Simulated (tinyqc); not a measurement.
Which input was changed? Model: Keating valence-force model of a tetrahedral crystal. Computed by tinyqc, a small Python program. Command: `OMP_NUM_THREADS=1 python tinyqc.py 3023464 3023465 out.jsonl keating which`. One thread of a shared host (Intel(R) Xeon(R) Processor @ 2.30GHz), about 0.5 s of CPU time with the checks.

Atom A sits at 0 and atom B at a/4 (1,1,1) of an fcc lattice; the four bonds from A are t = a/4 (1,1,1), a/4 (1,-1,-1), a/4 (-1,1,-1), a/4 (-1,-1,1), of length d = sqrt(3) a/4. Energy: E = (3 alpha/(8 d^2)) sum over bonds (r.r - d^2)^2 + (3 beta/(8 d^2)) sum over pairs of bonds at one atom (r_i.r_j + d^2/3)^2; both atoms have the mass M. The cell holds two atoms, Omega = a^3/4. 1 N/m = 1 J/m^2.

Inputs (values chosen for the exercise, for a model crystal):

| quantity | value | unit |
|---|---|---|
| lattice constant a | 5.318 | angstrom |
| atomic mass M | 75.2 | u |
| bond stretching alpha | 121 | N/m |
| bond bending beta | 32.2 | N/m |
| mesh divisions n | 4 | - |
| temperature T | 200 | K |

Structure: diamond.

Constants: nu for 1 eV/(angstrom^2 u) = 15.6333042 THz; 1 eV/angstrom^2 = 16.02176634 J/m^2; h x 1 THz = 4.135667696 meV; k_B = 8.617333262e-05 eV/K.

Method:
- C11 = (alpha + 3 beta)/a, C12 = (alpha - beta)/a, C44 = 4 alpha beta/(a (alpha + beta)); with the two sublattices clamped C44(0) = (alpha + beta)/a; internal-strain parameter zeta = (alpha - beta)/(alpha + beta); B = (C11 + 2 C12)/3.
- With displacements u exp(i q.r), each bracket changes by g.u, where g = (g_A, g_B): bond t, g = (-2 t, 2 t exp(i q.t)); pair (i, j) at A, g = (-(t_i + t_j), t_i exp(i q.t_j) + t_j exp(i q.t_i)); pair at B, g = (-t_i exp(-i q.t_j) - t_j exp(-i q.t_i), t_i + t_j). Then D_mn = sum over the 4 bonds and 12 pairs of (4 k/a^2) conj(g_m) g_n / sqrt(M_m M_n), with k = alpha or beta converted to eV/angstrom^2.
- An eigenvalue lambda of D in eV/(angstrom^2 u) gives nu = 15.6333042 THz x sqrt(lambda).
- Take the lowest frequency at X = (1, 0, 0) 2 pi/a, the transverse acoustic (TA) mode.
- Mesh: q = sum_i (m_i + 1/2)/n b_i, m_i = 0..n-1, with b = [[-1, 1, 1], [1, -1, 1], [1, 1, -1]] in 2 pi/a; sums over the six modes are averaged over the n^3 points and halved, per atom.
- With x = h nu/(k_B T) and n = 1/(exp(x) - 1) for each mode: F = k_B T [x/2 + ln(1 - exp(-x))], U = k_B T x (n + 1/2), S/k_B = x n - ln(1 - exp(-x)), C/k_B = x^2 n (n + 1).
- The acoustic share counts the three lowest modes at each q; zero-point energy = sum h nu/2.

Question. One of these inputs alone was changed, within the range given: lattice constant a (2.659 to 10.64); atomic mass M (37.6 to 150.4); bond stretching alpha (60.5 to 242); bond bending beta (16.1 to 64.4). Which one, and to what value?

Results:

| run | internal-strain parameter zeta | TA frequency at X (THz) | zero-point energy (meV/atom) |
|---|---|---|---|
| before | 0.5796345 | 7.228690 | 66.48931 |
| after | 0.6198126 | 6.788766 | 65.17851 |

Answer.

Each candidate set to reproduce internal-strain parameter zeta, and what it then gives:

| candidate | range searched | value needed | TA frequency at X (THz) | zero-point energy (meV/atom) |
|---|---|---|---|---|
| lattice constant a (angstrom) | 2.659 to 10.64 | no effect | - | - |
| atomic mass M (u) | 37.6 to 150.4 | no effect | - | - |
| bond stretching alpha (N/m) | 60.5 to 242 | 137.2 | 7.2287 | 69.402 |
| bond bending beta (N/m) | 16.1 to 64.4 | 28.40 | 6.7888 | 65.179 |

Only bond bending beta fits every result: it went from 32.2 to 28.4 N/m. The next best candidate, bond stretching alpha, misses one result by 6.5 %.
